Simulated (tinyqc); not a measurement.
What moves the tail: Franz-Keldysh effect at a direct gap.

Parabolic bands, vertical transitions, no excitons. For each hole band j: mr = me mj/(me + mj); joint density of states J_j(E) = (mr/c)^(3/2) sqrt(E - Eg)/(2 pi^2), both spins, c = hbar^2/2m0; averaged matrix element |e.p|^2 = m0 Ep/6; alpha_j(E) = 4 pi^2 alpha_f c Ep J_j/(3 nr E) in 1/angstrom (alpha_f the fine-structure constant, listed as alpha among the constants), times 1e8 for 1/cm.

In a field Fd (1 kV/cm = 1e-5 V/angstrom) the electro-optic energy of band j is th = (c (e Fd)^2/mr)^(1/3), and sqrt(E - Eg) in J_j is replaced by pi sqrt(th) [Ai'(b)^2 - b Ai(b)^2] with b = (Eg - E)/th; Ai is the Airy function.

Constants: hbar^2/2m0 = 3.80998211 eV angstrom^2; fine-structure constant alpha = 0.007297352564.

Inputs chosen for the exercise (near those of InP; shifted at random, so the results belong to these values and not to a real crystal): Eg = 1.317 eV (direct gap); me = 0.0793 m0 (electron mass); mhh = 0.579 m0 (heavy-hole mass); mlh = 0.0891 m0 (light-hole mass); Ep = 20.4 eV (Kane energy); nr = 3.35 (refractive index); Fd = 30 kV/cm (uniform field); det = 60 meV (detuning below the gap).

At E = Eg - det.

Results for these values:

| case | th heavy (meV) | alpha (1/cm) |
|---|---|---|
| base | 17.004 | 0.07166 |

What happens to each result for Fd = 39 kV/cm, all else kept?

Answer: th heavy rises from 17.004 to 20.254; alpha rises from 0.07166 to 0.4895.

The same for each parameter in turn:

| case | th heavy (meV) | alpha (1/cm) |
|---|---|---|
| base | 17.004 | 0.07166 |
| Fd = 39 kV/cm | 20.254 | 0.4895 |
| det = 70 meV | 17.004 | 0.009811 |
| me = 0.0912 m0 | 16.327 | 0.05762 |
| mlh = 0.1158 m0 | 17.004 | 0.05726 |
| Ep = 22.4 eV | 17.004 | 0.07868 |
| nr = 3.52 | 17.004 | 0.06820 |

Run: tinyqc, `OMP_NUM_THREADS=1 python tinyqc.py 1680639 1680640 out.jsonl`; Intel(R) Xeon(R) Processor @ 2.30GHz, one thread, shared host; about 0.01 s of CPU time with all checks.
